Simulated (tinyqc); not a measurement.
Worked calculation: rapid thermal processing of a wafer: radiative balance, ramp and cooling, pattern effects, pyrometer error and spike budget. Computed by tinyqc, a small Python program that keeps every step. Command: `OMP_NUM_THREADS=1 python tinyqc.py 3110312 3110313 out.jsonl rtp walk`. One thread of a shared host (Intel(R) Xeon(R) Processor @ 2.30GHz), about 0.04 s of CPU time with the checks. Intermediate numbers are printed to about 5 digits and carried at full precision; extremes and crossings named in words are read from the listed rows.

The wafer is opaque and uniform through its thickness unless said otherwise; temperatures in formulas are in kelvin (C + 273.15). sigma = 5.670374419e-12 W/(cm^2 K^4).

Inputs (values chosen for the exercise, modelled on a hot silicon wafer):

| quantity | value | unit |
|---|---|---|
| wafer thickness d | 775 | micrometre |
| heat capacity per volume C | 2.18 | J/(cm^3 K) |
| thermal conductivity k | 0.29 | W/(cm K) |
| emissivity eps of each face | 0.59 | - |
| reflectivity of the chamber walls r | 0.61 | - |
| gas heat-transfer coefficient h, both faces together | 2.2 | mW/(cm^2 K) |
| wall temperature T_w | 500 | K |
| process temperature | 860 | C |
| starting temperature | 550 | C |
| ramp rate | 180 | K/s |
| relative change of absorptivity over a pattern | 15 | % |
| period of the pattern | 14 | mm |
| pyrometer wavelength | 0.9 | micrometre |
| error of the assumed emissivity | 7.6 | % |
| activation energy of the process E_a | 4 | eV |

Constants: k_B = 8.617333262e-05 eV/K; h = 6.62607015e-34 J s; c = 299792458 m/s; k_B = 1.380649e-23 J/K.

## Power to hold and to ramp

Effective emissivity between parallel grey plates: eps_eff = 1/(1/eps + 1/(1 - r) - 1). Loss per area q(T) = 2 eps_eff sigma (T^4 - T_w^4) + h (T - T_w). Absorbed power during a ramp = q(T) + C d x ramp rate; thermal time constant tau = C d/(dq/dT), dq/dT = 8 eps_eff sigma T^3 + h; natural cooling rate q/(C d); front-to-back difference under one-sided heating at the end of the ramp = (absorbed power) d/(2 k).

eps_eff = 0.30684

holding power q = 6.9127 W/cm^2

power at the end of the ramp = 37.324 W/cm^2

dq/dT = 22.452 mW/(cm^2 K)

time constant tau = 7.5248 s

natural cooling rate = 40.916 K/s

front-to-back difference = 4.9872 K

Radiation carries 80 % of the loss. The ramp needs 5.4 times the holding power.

## Cooling curve

Cooling with the lamps off: C d dT/dt = -q(T), integrated adaptively (relative tolerance 1e-10).

Lamps off at t = 0:

| t (s) | T (C) | cooling rate (K/s) |
|---|---|---|
| 0.75 | 830.76 | 37.163 |
| 1.50 | 804.12 | 33.969 |
| 3.00 | 757.20 | 28.832 |
| 5.30 | 697.82 | 23.153 |
| 7.50 | 651.35 | 19.287 |
| 11.00 | 591.87 | 14.998 |
| 19.00 | 496.72 | 9.462 |
| 30.00 | 415.26 | 5.792 |

The rate falls from 40.9 K/s at t = 0 to 5.79 K/s in the last row.

## Thermal budget of a spike

Spike anneal: linear ramp to the peak, then lamps off. Equivalent time at the peak = int exp(-(E_a/k_B)(1/T - 1/T_peak)) dt; estimate (k_B T^2/E_a)(1/ramp rate + 1/cooling rate). The ramp part uses 4000 trapezoid steps, the cooling part 4000 steps over 4 tau. Time within 50 K of the peak from the same curves.

equivalent time, ramp = 0.14668 s

equivalent time, cooling = 0.70427 s

equivalent time, total = 0.85095 s

estimate = 0.82976 s

time within 50 K of the peak = 1.6063 s

Cooling supplies 83 % of the budget.

## What a faster ramp buys

The formulas are those given above.

Against the ramp rate:

| ramp (K/s) | ramp part (s) | cooling part (s) | total (s) | power at the peak (W/cm^2) |
|---|---|---|---|---|
| 10 | 2.6402 | 0.70427 | 3.3445 | 8.60 |
| 25 | 1.0561 | 0.70427 | 1.7603 | 11.14 |
| 50 | 0.5280 | 0.70427 | 1.2323 | 15.36 |
| 100 | 0.2640 | 0.70427 | 0.9683 | 23.81 |
| 250 | 0.1056 | 0.70427 | 0.8099 | 49.15 |
| 500 | 0.0528 | 0.70427 | 0.7571 | 91.39 |
| 1000 | 0.0264 | 0.70427 | 0.7307 | 175.86 |

From 10 to 100 K/s the total falls by a factor 3.5, from 100 to 1000 K/s by 1.33: the cooling part, 0.704 s, is a floor, and the natural cooling rate here is 40.9 K/s.

## Pattern effect

At steady state a sinusoidal change of absorbed power of relative amplitude a and period p gives the temperature amplitude a q/(dq/dT + k d (2 pi/p)^2); healing length l = sqrt(k d/(dq/dT)); process change = E_a dT/(k_B T^2). Emissivity is taken as unchanged.

healing length l = 10.005 mm

amplitude without lateral conduction = 46.182 K

amplitude = 2.1823 K

change of the process rate = 7.8891 %

Lateral conduction cuts the amplitude to 4.7 %, since p/(2 pi l) = 0.22.

## Pyrometer error

Signal proportional to eps/(exp(c2/(lambda T)) - 1), c2 = h c/k_B. If the assumed emissivity is too high by the given error, the reading T' solves (1 + error)/(exp(c2/(lambda T')) - 1) = 1/(exp(c2/(lambda T)) - 1). Wien estimate: T' - T = -lambda T^2 ln(1 + error)/c2. Process rates go as exp(-E_a/(k_B T)).

c2 = 14388 micrometre K

c2/(lambda T) = 14.108

reading less true temperature = -5.8531 K

Wien estimate = -5.8835 K

rate at T over rate at T', less 1 = 23.700 %

Checks made by the program: cooling time against quadrature of C d dT/q (relative difference 4e-08).
